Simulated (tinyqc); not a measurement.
Inside a calculation. Model: global model of a low-pressure process discharge: electron temperature, density, ion flux and ion energy. Computed by tinyqc, a small Python program that keeps every step. Command: `OMP_NUM_THREADS=1 python tinyqc.py 3112833 3112834 out.jsonl plasma walk`. One thread of a shared host (Intel(R) Xeon(R) Processor @ 2.30GHz), about 0.01 s of CPU time with the checks. Intermediate numbers are printed to about 7 digits and carried at full precision; extremes and crossings named in words are read from the listed rows.

Maxwellian electrons with temperature T_e in eV, one positive ion, no negative ions, uniform bulk density n; rate constants have the Arrhenius form.

Inputs (values chosen for the exercise, of the order of those of an inductive discharge in a simple atomic gas):
```
quantity,value,unit
ion mass M,35.5,u
ionisation prefactor K0,7.1e-14,m^3/s
ionisation energy E_iz,14,eV
ion-neutral cross section,9.1e-19,m^2
pressure p,0.37,Pa
gas temperature T_g,600,K
radius R,25,cm
height L,14,cm
mixing,1,-
```

Constants: k_B = 1.380649e-23 J/K; e = 1.602176634e-19 C; u = 1.6605390666e-27 kg.

## Geometry factors

n_g = p/(k_B T_g); lambda_i = 1/(n_g sigma); h_L = 0.86/sqrt(3 + L/(2 lambda_i)), h_R = 0.8/sqrt(4 + R/lambda_i); A_eff = 2 pi R^2 h_L + 2 pi R L h_R; d_eff = pi R^2 L/A_eff.

gas density n_g = 4.466498e+19 1/m^3

ion mean free path = 2.460319 cm

h_L = 0.3557134

h_R = 0.2125880

A_eff = 1864.389 cm^2

d_eff = 14.74421 cm

## A fixed-point cycle for T_e

Particle balance: K0 exp(-E_iz/T_e) n_g d_eff = u_B, u_B = sqrt(e T_e/M). Cycle: T_out = T sqrt(loss/creation) with loss/creation = u_B/(K0 exp(-E_iz/T) n_g d_eff); T -> T + mixing (T_out - T), kept between 0.3 and 60 eV, from 3 eV; stop at |T_out - T| < 1e-9 eV or after 60 steps.

Course:
```
step,T (eV),T_out (eV),residual (eV)
0,3.000000,2.417631,-0.582369
1,2.417631,3.238372,0.820741
2,3.238372,2.240296,-0.998077
3,2.240296,3.702606,1.462310
4,3.702606,2.019896,-1.682710
5,2.019896,4.574613,2.554717
6,4.574613,1.834967,-2.739646
...,...,...,...
53,1.793550,6.106233,4.312684
54,6.106233,1.793550,-4.312684
55,1.793550,6.106233,4.312684
56,6.106233,1.793550,-4.312684
57,1.793550,6.106233,4.312684
58,6.106233,1.793550,-4.312684
59,1.793550,6.106233,4.312684
```

last residual = 4.312684 eV

Not converged in 60 steps: the residual has stopped falling and repeats with period one or two: the iteration swings between two states. The slope of T_out at the root is 5/4 - E_iz/(2 T_e), and the cycle needs |1 + mixing (slope - 1)| < 1.

Reruns converge with mixing = 0.3; or with mixing = 0.15.
